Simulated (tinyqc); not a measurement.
What grading buys: minority-electron transport through the base of a bipolar transistor (Moll-Ross and Kroemer integrals). Computed by tinyqc, a small Python program. Command: `OMP_NUM_THREADS=1 python tinyqc.py 3008726 3008727 out.jsonl base walk`. One thread of a shared host (Intel(R) Xeon(R) Processor @ 2.30GHz), about 0.01 s of CPU time with the checks.

Low injection, one dimension, x from the emitter edge (0) to the collector edge (W), s = x/W. Recombination is treated as a small correction (valid for tau_B well below tau_n), computed from the stored charge.

Inputs (values chosen for the exercise, modelled on silicon):
```
quantity                               value        unit
base doping at the emitter edge N_0  1.1e+19      1/cm^3
base width W                              67          nm
mu_min                                   200  cm^2/(V s)
mu_max                                  1360  cm^2/(V s)
N_ref                                1.6e+17      1/cm^3
saturation velocity v_s                 0.94    1e7 cm/s
temperature T                            300           K
```

Base doping profile: uniform. Gap grading: linear. Exit of the base: infinite sink.

Constants: k_B = 8.617333262e-05 eV/K.

Method. N(x) = N_0; n_i(x)^2 = n_i^2 exp(s dE_g/k_B T); D(x) = (k_B T/e) mu, mu = mu_min + (mu_max - mu_min)/(1 + (N/N_ref)^0.7). With y(x) = N n_i^2/(D n_i(x)^2): base Gummel number G_B = int_0^W y dx; J_C = e n_i^2 exp(e V_BE/k_B T)/G_B; n(x) = (J_C/e)(n_i(x)^2/(N n_i^2)) [int_x^W y dx]; transit time tau_B = (e/J_C) int n dx; trapezoid rule on 401 even points.

The same base with other gradings:
```
dE_g (meV)  dE_g/k_B T  G_B (s/cm^4)  J_C gain  tau_B (ps)  speed gain
0                0.000    1.1089e+13     1.000      3.3773      1.0000
25               0.967    7.1074e+12     1.560      2.5081      1.3465
50               1.934    4.9049e+12     2.261      1.9477      1.7340
75               2.901    3.6124e+12     3.070      1.5698      2.1514
100              3.868    2.8070e+12     3.951      1.3042      2.5895
150              5.802    1.9055e+12     5.820      0.9641      3.5030
200              7.736    1.4328e+12     7.739      0.7603      4.4420
300             11.605    9.5568e+11    11.604      0.5319      6.3490
```

What does the comparison show, and why?

At 100 meV J_C rises by a factor 3.95 and the transit is 2.59 times faster; at 300 meV the factors are 11.60 and 6.35. For a uniform base without exit term both tend to be linear in dE_g/k_B T, J_C as x/(1 - exp(-x)) and the speed as x/2. From 300 meV on the mean velocity W/tau_B exceeds v_s, so those speed gains are overstated.
